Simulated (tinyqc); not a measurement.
Rigid-ion and shell models of the dielectric response of an ionic crystal: one step, computed by the program tinyqc.

Charges +Z and -Z; 4 nearest neighbours, Madelung constant M = 1.638055, volume per ion pair Omega = 3.079201 d^3. Energy per pair U = -M Z^2 e2/d + 4 A exp(-d/rho), e2 = e^2/(4 pi eps_0). In the shell model the anion is a core of charge Y - Z and a massless shell of charge -Y, joined by the spring k; the repulsion acts on the shell. Each ion feels the Lorentz field E + (4 pi/3) P (Gaussian units).

Problem. Shell model: lattice response. mu lambda_TO = R' - (4 pi e2/(3 Omega)) Z_S^2/(1 - b); mu lambda_LO = mu lambda_TO + 4 pi e2 Z*^2/(eps_inf Omega); eps_s = eps_inf lambda_LO/lambda_TO. lambda in eV/(angstrom^2 u) gives the wavenumber 15.6333042 x 33.35640952 x sqrt(lambda); mu is the reduced mass.

Inputs (values chosen for the exercise, for a model crystal): cation mass = 76.8 u; anion mass = 35.45 u.

Structure: zinc blende.

anion polarisability alpha_- = 1.530079 angstrom^3

Szigeti charge Z_S = 1.285162 e

softened spring R' = 12.99490 eV/angstrom^2

b = 0.1855409

eps_inf = 1.683426

Born charge Z* = 1.577933 e

volume Omega = 39.96149 angstrom^3

Constants: e^2/(4 pi eps_0) = 14.39964548 eV angstrom; nu for 1 eV/(angstrom^2 u) = 15.6333042 THz; 1 THz = 33.35640952 1/cm.

Give: mu lambda_TO; omega_TO; omega_LO; eps_s; share of R' left after the dipole term.

Solution.

mu lambda_TO = 9.934 eV/angstrom^2

omega_TO = 333.7 1/cm

omega_LO = 431.8 1/cm

eps_s = 2.818

share of R' left after the dipole term = 0.7645

The dipole field cancels 24 % of the short-range spring.
